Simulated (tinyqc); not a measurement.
Thermal displacements in the Debye model: Debye-Waller factors, bond-length spread and the Lindemann rule: one step, computed by the program tinyqc. Command: `OMP_NUM_THREADS=1 python tinyqc.py 3011791 3011792 out.jsonl debyewaller walk`. One thread of a shared host (Intel(R) Xeon(R) Processor @ 2.30GHz), about 0.01 s of CPU time with the checks.

A Debye spectrum with three branches of one velocity, cut at k_B Theta; 8 atoms per cube, nearest neighbours at d = 0.433013 a.

Question. Recoil-free fraction. A nucleus of this mass is supposed to emit a gamma ray of the energy chosen: recoil energy E_R = E^2/(2 M c^2), wave number k_g = E/(hbar c), recoil-free fraction f = exp(-k_g^2 <u_x^2>).

Inputs (values chosen for the exercise, modelled on silicon):
```
quantity                 value  unit
atomic mass M            28.09     u
Debye temperature Theta    521     K
temperature T               77     K
gamma-ray energy E         6.2   keV
```

Structure: diamond.

<u_x^2> = 0.002841280 angstrom^2

Constants: e = 1.602176634e-19 C; u = 1.6605390666e-27 kg; c = 299792458 m/s; hbar = 6.582119569e-16 eV s; k_B = 8.617333262e-05 eV/K.

Give: recoil energy; k_g; recoil-free fraction f.

Answer.

recoil energy = 0.7346 meV

k_g = 3.142 1/angstrom

recoil-free fraction f = 0.9723
